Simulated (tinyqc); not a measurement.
Inputs raised by 10 %, one at a time: valley-orbit splitting of a donor ground state, with strain. Computed by tinyqc, a small Python program. Command: `OMP_NUM_THREADS=1 python tinyqc.py 3008679 3008680 out.jsonl valleyorbit sens`. One thread of a shared host (Intel(R) Xeon(R) Processor @ 2.30GHz), about 0.01 s of CPU time with the checks.

The basis is the 1s envelope in each valley; energies are counted from the unstrained conduction-band edge. The strain is e_s (a a^T - 1/3) for the unit stress axis a, so valley j along n_j moves by Xi_u e_s w_j with w_j = (n_j.a)^2 - 1/3: -1/3 for x and y, +2/3 for z.

Inputs (values chosen for the exercise, for a model many-valley semiconductor):
```
quantity,value,unit
single-valley binding energy E_0,28.8,meV
central-cell shift Lambda,8.59,meV
coupling Delta_1,3.21,meV
coupling Delta_2,2.04,meV
shear deformation potential Xi_u,8.34,eV
shear strain e_s,-3.3e-05,-
temperature T,300,K
donor density N_D,3.3e+16,cm^-3
density-of-states mass of one valley m_e,0.32,m_0
```

Valleys: six along <100>. Stress axis: [001].

Constants: k_B = 8.617333262e-05 eV/K; m_0 = 9.1093837015e-31 kg; k_B = 1.380649e-23 J/K; h = 6.62607015e-34 J s.

Method:
- H_jj = -(E_0 + Lambda) + Xi_u e_s w_j; H_jk = -Delta_2 between opposite valleys and -Delta_1 between perpendicular ones.
- Diagonalise H; the ground vector has positive components. The density at the nucleus, and so the contact hyperfine coupling, scales as (sum_j c_j)^2/(number of valleys), which is 1 without strain; the envelopes are held fixed.
- The binding energy is counted from the lowest valley edge, min_j Xi_u e_s w_j; the gap is from the ground state to the next level.
- z = sum over levels of exp(-(E - E_ground)/k_B T), the ground-state share being 1/z; N_c = 2 (2 pi m_e k_B T/h^2)^(3/2) sum_j exp(-(shift_j - lowest shift)/k_B T); n1 = N_c/(2 z) exp(-binding/k_B T), binding = lowest shift - E_ground; without compensation n = 2 N_D/(1 + sqrt(1 + 4 N_D/n1)) (Boltzmann statistics; p and higher states left out).

Runs:
```
input moved,from,to,binding energy under strain (meV),hyperfine ratio A/A_0,free electrons n (cm^-3),share of neutral donors in the ground state
base run,-,-,52.087,0.99995,3.1117e+16,0.28502
single-valley binding energy E_0 (meV),28.8,31.68,54.967,0.99995,3.0922e+16,0.28502
central-cell shift Lambda (meV),8.59,9.449,52.946,0.99995,3.1061e+16,0.28502
coupling Delta_2 (meV),2.04,2.244,52.291,0.99995,3.1116e+16,0.28702
shear deformation potential Xi_u (eV),8.34,9.174,52.069,0.99994,3.1117e+16,0.28502
shear strain e_s,-3.3e-05,-3.63e-05,52.069,0.99994,3.1117e+16,0.28502
temperature T (K),300,330,52.087,0.99995,3.1540e+16,0.27243
donor density N_D (cm^-3),3.3e+16,3.63e+16,52.087,0.99995,3.4046e+16,0.28502
```

Exponents ln(y'/y) / ln(x'/x):
```
input,binding energy under strain,hyperfine ratio A/A_0,free electrons n,share of neutral donors in the ground state
single-valley binding energy E_0,0.565,0,-0.066,0.000
central-cell shift Lambda,0.172,0,-0.019,0.000
coupling Delta_2,0.041,0,-0.001,0.073
shear deformation potential Xi_u,-0.004,0,0.000,0.000
shear strain e_s,-0.004,0,0.000,0.000
temperature T,0.000,0,0.142,-0.474
donor density N_D,0.000,0,0.944,0.000
```

Among the inputs moved here: binding energy under strain answers most in size to single-valley binding energy E_0 (exponent +0.565), next to central-cell shift Lambda (+0.172); its exponent is below 0.0005 for temperature T, donor density N_D. hyperfine ratio A/A_0 hardly depends on these (all exponents below 0.005). Free electrons n answers most in size to donor density N_D (exponent +0.944), next to temperature T (+0.142); its exponent is below 0.0005 for shear deformation potential Xi_u, shear strain e_s. Share of neutral donors in the ground state answers most in size to temperature T (exponent -0.474), next to coupling Delta_2 (+0.073); its exponent is below 0.0005 for single-valley binding energy E_0, central-cell shift Lambda, shear deformation potential Xi_u, shear strain e_s, donor density N_D.

Caution (all rows): k_B T exceeds a third of E_0, so the p and higher states, left out, hold part of the bound electrons.
